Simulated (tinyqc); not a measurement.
Dielectric confinement in a thin film (image charges), step by step. Values are carried at full precision from step to step, so a last printed digit may differ when a step is redone from the rounded ones.

A film |z| < t/2 of dielectric constant eps between half-spaces of dielectric constant e2; lam = (eps - e2)/(eps + e2), q = e^2/(4 pi eps0). The self-energy of a band edge is taken with the high-frequency value, e2 = eh, and the field of a fixed ion with the static one, e2 = eo. A charge at z has images lam^|n| at n t + (-1)^n z. Its self-energy is S(z) = (q/2 eps) sum over n >= 1 of lam^n [1/(n t - 2z) + 1/(n t + 2z)] for odd n and 2 lam^n/(n t) for even n; at the centre S(0) = -(q/(eps t)) ln(1 - lam).

Constants: e^2/(4 pi eps0) = 14.39964547 eV angstrom; hbar^2/2m0 = 3.80998211 eV angstrom^2; Ry = 13.60569312 eV.

Inputs chosen for the exercise (near those of a Si (100) film, two-fold valleys, between layers of SiO2; shifted at random, so the results belong to these values and not to a real crystal):
- t = 64 angstrom (film thickness)
- eps = 11.5 (dielectric constant of the film)
- eh = 2.1 (high-frequency dielectric constant outside)
- mz = 0.924 m0 (mass across the film)
- eo = 3.9 (static dielectric constant outside)
- m = 0.188 m0 (mass in the plane)

## Images for a charge at the centre

Give lam, the first five terms (q/eps) lam^n/(n t), their sum and the closed form.

lam = 0.6912

terms (meV): 13.52  4.67  2.15  1.12  0.62

sum of five = 22.08 meV
S(0) = 22.99 meV

The surroundings screen less than the film, so the images repel and each band edge moves outwards: the gap changes by about 2 S = +46 meV. The static value 3.9 would give S(0) = +13.3 meV.

## Self-energy across the film

S at 2z/t = 0, 0.2, 0.4, 0.6, 0.8 and 0.9, summed to n = 399.

Self-energy:
```
2z/t,z (angstrom),S (meV)
0.0,0.0,22.99
0.2,6.4,23.56
0.4,12.8,25.61
0.6,19.2,30.70
0.8,25.6,47.21
0.9,28.8,80.88
```

Towards the wall S diverges as (q lam/4 eps)/(distance), an artefact of the abrupt interface that the vanishing envelope makes harmless.

## Shift of the subband edge

First order: <S> over the envelope (2/t) cos^2(pi z/t), beside the confinement energy c (pi/t)^2/mz, c = hbar^2/2m0.

<S> = 25.98 meV
confinement energy = 9.94 meV

|<S>| is 2.62 times the confinement energy; the first goes as 1/t and the second as 1/t^2, so they are equal at t = 24 angstrom.

## Binding of a donor

Donor at the centre, lam from the static eo, trial function cos(pi z/t) exp(-rho/l): E(l) = c/(m l^2) - (q/eps) times the integral over k of F(k t) (1 + (k l/2)^2)^(-3/2), with F(x) = F0 + 2 lam exp(-x) G/(1 - lam exp(-x)), F0 = 2[(1 - exp(-x/2))/x + x (1 + exp(-x/2))/(x^2 + 4 pi^2)], G = 2 sinh(x/2)[1/x - x/(x^2 + 4 pi^2)]; c = hbar^2/2m0. The binding energy is -E at the minimum, counted from the subband edge with its self-energy.

Minimise over l with and without images (lam = 0); Ry* = Ry m/eps^2.

Donor:
```
case,l (angstrom),binding (meV),in Ry*
no images,31.8,34.6,1.79
with images,30.1,59.3,3.06
```

Ry* = 19.34 meV

The images change the binding by +24.7 meV, against -2 (q/(eps t)) ln(1 - lam) = +26.6 meV for an orbit much smaller than t. At 300 K the binding is 2.3 kB T. The next even subband, the first that a centred donor mixes in, lies within about the binding energy, so one cosine is a poor basis and the binding is understated.

## Checks

- S(0) from the series against the closed form, meV: both 22.99.
- F(2.3) for lam = 0.6912 from a direct sum over images against the closed form: both 0.8918.

Program tinyqc; command `OMP_NUM_THREADS=1 python tinyqc.py 1252624 1252625 out.jsonl`; about 0.04 s on one thread of a shared Intel(R) Xeon(R) Processor @ 2.30GHz.
